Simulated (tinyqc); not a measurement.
Sputter depth profiling of a dopant layer: erosion rate, quantification and the mixing-roughness response: one step, computed by the program tinyqc. Command: `OMP_NUM_THREADS=1 python tinyqc.py 3028897 3028898 out.jsonl sims walk`. One thread of a shared host (Intel(R) Xeon(R) Processor @ 2.30GHz), about 0.04 s of CPU time with the checks.

A rastered ion beam erodes silicon (49.94 atoms per nm^3). The measured profile is the true one convolved with a depth response.

Task: Erosion and sensitivity. Scaling chosen for the exercise: yield Y = Y1 E^0.5, mixing length w = w1 E^0.5 (E in keV). Erosion rate = Y I/(e x raster^2 x density); depth step = rate x counting time; concentration = RSF x counts/matrix counts; detection limit = RSF x 3 sqrt(background x time)/(matrix rate x time).

Inputs (values chosen for the exercise, modelled on a dopant in silicon under an oxygen or caesium beam):

| quantity | value | unit |
|---|---|---|
| beam energy E | 0.39 | keV |
| beam current | 110 | nA |
| raster side | 200 | um |
| sputter yield at 1 keV | 0.77 | - |
| mixing length at 1 keV | 1.4 | nm |
| relative sensitivity factor RSF | 4.2e+20 | 1/cm^3 |
| matrix count rate | 350000 | 1/s |
| background count rate | 3 | 1/s |
| counting time per point | 1 | s |

True profile: box.

Constants: e = 1.602176634e-19 C.

Give: yield Y; mixing length w; erosion rate; depth step; detection limit.

Result:

yield Y = 0.48086

mixing length w = 0.87430 nm

erosion rate = 0.16527 nm/s

depth step = 0.16527 nm

detection limit = 6.2354e+15 1/cm^3

Caution: with so few background counts Poisson statistics, not 3 sqrt(N), set the true limit.
